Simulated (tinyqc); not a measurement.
Pair-potential crystal by lattice sums. Convergence with the cut-off. Computed by tinyqc, a small Python program. Command: `OMP_NUM_THREADS=1 python tinyqc.py 3013832 3013833 out.jsonl pairsum sweep`. One thread of a shared host (Intel(R) Xeon(R) Processor @ 2.30GHz), about 0.04 s of CPU time with the checks.

Energy per atom E = (1/2) sum over neighbours of phi(r); d is the nearest-neighbour distance.

Inputs (values chosen for the exercise, for model atoms): well depth eps = 0.0223 eV; pair minimum r0 = 3.73 angstrom; stiffness alpha r0 = 6.5.

Potential: Morse. Structure: fcc.

Constants: 1 eV/angstrom^3 = 160.2176634 GPa.

Method:
- phi0(r) = eps [exp(-2 alpha (r - r0)) - 2 exp(-alpha (r - r0))]; shifted-force cut-off: phi(r) = phi0(r) - phi0(r_c) - (r - r_c) phi0'(r_c) for r < r_c, zero beyond.
- Shells (distance in units of d, count): fcc 1.0000 (12), 1.4142 (6), 1.7321 (24), 2.0000 (12), 2.2361 (24), 2.4495 (8), 2.6458 (48), 2.8284 (6), 3.0000 (36), 3.1623 (24); hcp 1.0000 (12), 1.4142 (6), 1.6330 (2), 1.7321 (18), 1.9149 (12), 2.0000 (6), 2.2361 (12), 2.3805 (12), 2.4495 (6), 2.5166 (6), 2.5820 (12), 2.6458 (24), 2.7080 (6), 2.8868 (12), 3.0000 (12), 3.1091 (24), 3.1623 (12); bcc 1.0000 (8), 1.1547 (6), 1.6330 (12), 1.9149 (24), 2.0000 (8), 2.3094 (6), 2.5166 (24), 2.5820 (24), 2.8284 (24), 3.0000 (32); sc 1.0000 (6), 1.4142 (12), 1.7321 (8), 2.0000 (6), 2.2361 (24), 2.4495 (24), 2.8284 (12), 3.0000 (30), 3.1623 (24); diamond 1.0000 (4), 1.6330 (12), 1.9149 (12), 2.3094 (6), 2.5166 (12), 2.8284 (24), 3.0000 (16). Volumes per atom in d^3: fcc 0.70711, hcp 0.70711, bcc 0.76980, sc 1.00000, diamond 1.53960; hcp has the ideal c/a. Every shell inside the cut-off is summed.
- Equilibrium: dE/dd = 0 at the lowest minimum with d between 0.78 r0 and 1.45 r0; B = d^2 E''(d)/(9 Omega).
- Unrelaxed vacancy: removing an atom breaks its bonds (2|E|) and placing it on the surface returns |E|, so E_v = |E|.

One run for each value:

| cut-off r_c/r0 | energy per atom (eV) | equilibrium distance d (angstrom) | bulk modulus B (GPa) |
|---|---|---|---|
| 1.30 | -0.03706 | 3.8181 | 3.2882 |
| 1.48 | -0.08768 | 3.7475 | 4.6685 |
| 1.65 | -0.11753 | 3.7182 | 5.5208 |
| 1.83 | -0.13355 | 3.6999 | 5.8034 |
| 2.00 | -0.14156 | 3.6914 | 6.0502 |
| 2.18 | -0.14558 | 3.6875 | 6.1816 |
| 2.35 | -0.14728 | 3.6858 | 6.2179 |
| 2.53 | -0.14807 | 3.6852 | 6.2391 |
| 2.70 | -0.14838 | 3.6849 | 6.2445 |

Over the rows, energy per atom (eV) falls from -0.0371 to -0.148 (exponent d ln y / d ln x 6.6 between the first rows and 0.032 between the last); equilibrium distance d (angstrom) falls from 3.82 to 3.68; bulk modulus B (GPa) rises from 3.29 to 6.24 (exponent d ln y / d ln x 2.7 between the first rows and 0.013 between the last). The last step still changes E by 0.21 %; the shifted force weakens every bond, by less as r_c grows.

Extremes, crossings and ranges named in words are read from the listed rows.
